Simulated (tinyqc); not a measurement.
# Changing the use voltage V_u

Model: time-dependent dielectric breakdown: cell percolation, Weibull statistics, area scaling and voltage extrapolation. Computed by tinyqc, a small Python program. Command: `OMP_NUM_THREADS=1 python tinyqc.py 3015821 3015822 out.jsonl tddb sweep`. One thread of a shared host (Intel(R) Xeon(R) Processor @ 2.30GHz), about 0.01 s of CPU time with the checks.

The oxide is divided into columns of area a^2, each holding m = t_ox/a cells (m is taken as continuous). A share lambda(t) = (t/t_1)^alpha of the cells is defective, and a column whose cells are all defective breaks down.

Inputs (values chosen for the exercise, for a model gate oxide):
```
quantity,value,unit
oxide thickness t_ox,4.6,nm
defect cell size a,1.4,nm
exponent alpha of defect growth,0.3,-
time t_1 at which the occupied share would reach 1,2e+07,s
test area A,0.03,um^2
product area A_u,200000,um^2
stress voltage V,5.22,V
local exponent n = -d ln t/d ln V at the stress voltage,36,-
activation energy E_a,0.54,eV
stress temperature T,140,C
use temperature T_u,100,C
allowed failure fraction F,0.001,-
```

Voltage law used: power.

Constants: k_B = 8.617333262e-05 eV/K.

Method:
- Failure fraction F = 1 - (1 - lambda^m)^N with N = A/a^2 columns, which for small lambda^m is 1 - exp(-(t/t63)^beta) with beta = alpha m and t63 = t_1 N^(-1/beta); critical share lambda(t63) = N^(-1/m). 1 um^2 = 1e6 nm^2.
- All three voltage laws share the slope n at the stress voltage. Factor t(V_u)/t(V): E law exp(n (1 - V_u/V)); 1/E law exp(n (V/V_u - 1)); power law (V/V_u)^n.
- Temperatures in kelvin are T(C) + 273.15.
- Temperature factor exp[(E_a/k_B)(1/T_u - 1/T)]; area factor (A/A_u)^(1/beta); percentile factor (-ln(1 - F))^(1/beta); life = t63 x all four; 1 year = 3.15576e7 s.

One run for each value:
```
use voltage V_u (V),projected life (years),voltage factor
1.83,4.835e+02,2.443e+16
2.22,4.612e-01,2.330e+13
2.61,1.360e-03,6.872e+10
3.00,9.041e-06,4.568e+08
3.39,1.110e-07,5.610e+06
3.78,2.202e-09,1.113e+05
4.18,5.892e-11,2.977e+03
4.57,2.375e-12,1.200e+02
4.96,1.245e-13,6.292e+00
```

Over the rows, projected life (years) falls from 483 to 1.25e-13 (exponent d ln y / d ln x about -36 throughout); voltage factor falls from 2.44e16 to 6.29 (exponent d ln y / d ln x about -36 throughout). The power law keeps the exponent at -n.

Caution (all rows): t_1 is an input here; in a real oxide it changes with thickness at fixed voltage. Caution (rows 1.83, 2.22, 2.61): a voltage factor of more than nine decades rests wholly on the chosen law and cannot be tested.
